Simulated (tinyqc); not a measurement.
Tersoff bond-order potential: one step, computed by the program tinyqc. Command: `OMP_NUM_THREADS=1 python tinyqc.py 3014346 3014347 out.jsonl tersoff walk`. One thread of a shared host (Intel(R) Xeon(R) Processor @ 2.30GHz), about 0.01 s of CPU time with the checks.

E = (1/2) sum_(i, j != i) [A exp(-lambda r_ij) - b_ij B exp(-mu r_ij)], b_ij = (1 + (beta zeta_ij)^n)^(-1/(2n)), zeta_ij = sum_(k != i, j) g(theta_ijk), g = 1 + c^2/d^2 - c^2/(d^2 + (h - cos theta)^2), with theta at atom i. Only nearest neighbours count (cut-off function 1 for them, 0 beyond).

Problem. Unrelaxed vacancy. Each of the four neighbours loses one bond; its three other bonds now have zeta = 2 g, for the direction that starts at it. E_v = -E + 12 x (1/2)(b(3g) - b(2g)) B exp(-mu r), where -E is the pair-like cost.

Inputs (values chosen for the exercise, modelled on silicon):
```
quantity     value        unit
B           473.78          eV
mu          1.7322  1/angstrom
beta      1.13e-06           -
n           0.7887           -
```

zeta = 24938.93

energy per atom of the diamond lattice = -4.591876 eV

bond order b = 0.9637875

bond length = 2.363321 angstrom

Give: b(2g); unrelaxed vacancy energy E_v.

Solution.

b(2g) = 0.9734

unrelaxed vacancy energy E_v = 4.138 eV

Stronger back bonds return 0.454 eV, so E_v is 90 % of the cohesive energy.
